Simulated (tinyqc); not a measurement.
From results back to parameters: two-level Kane dispersion of a narrow-gap semiconductor. Two cases, with inputs chosen for the exercise.

Problem. In the two-level Kane model E = Eg/2 + sqrt(Eg^2/4 + (2/3) Ep c k^2), c = hbar^2/2m0, and the momentum mass is m(k) = (3/(2 Ep)) sqrt(Eg^2 + (8/3) Ep c k^2). It is given at the Fermi wave vectors kF = (3 pi^2 n)^(1/3) of two densities (1 cm^-3 = 1e-24 angstrom^-3).

Constants: hbar^2/2m0 = 3.80998211 eV angstrom^2.

Case 1.

Values chosen (out of a larger set: near those of InAs; not measured data): n12 = (4.7e+15, 7.5e+17) cm^-3 (two densities).

masses at the two densities (m0): 0.02771265  0.03950972

Case 2.

Values chosen (out of a larger set: a gap close to zero; not measured data): n12 = (1.7e+15, 7e+17) cm^-3 (two densities).

masses at the two densities (m0): 0.00475480  0.03054827

Find: kF^2; Ep; edge mass; |Eg|.

Solution. m^2 = m0*^2 + (6 c/Ep) kF^2 is a straight line in kF^2: the slope gives Ep, the intercept the edge mass, and |Eg| = (2/3) Ep m0*. The sign of Eg does not enter. The two-level form takes Dso as infinite, which overstates the mass where Dso is not large against Eg.

Case 1.

kF^2 (1/angstrom^2): 2.6854e-05  0.00079005

Ep = 22.0 eV
edge mass = 0.02720 m0
|Eg| = 0.399 eV

Case 2.

kF^2 (1/angstrom^2): 1.3633e-05  0.00075453

Ep = 18.6 eV
edge mass = 0.00242 m0
|Eg| = 0.030 eV

Computed by tinyqc, one run a case: `OMP_NUM_THREADS=1 python tinyqc.py N N+1 out.jsonl` with N = 1080573, 1080613; one thread of a shared Intel(R) Xeon(R) Processor @ 2.30GHz, about 0.01 s a run at most.
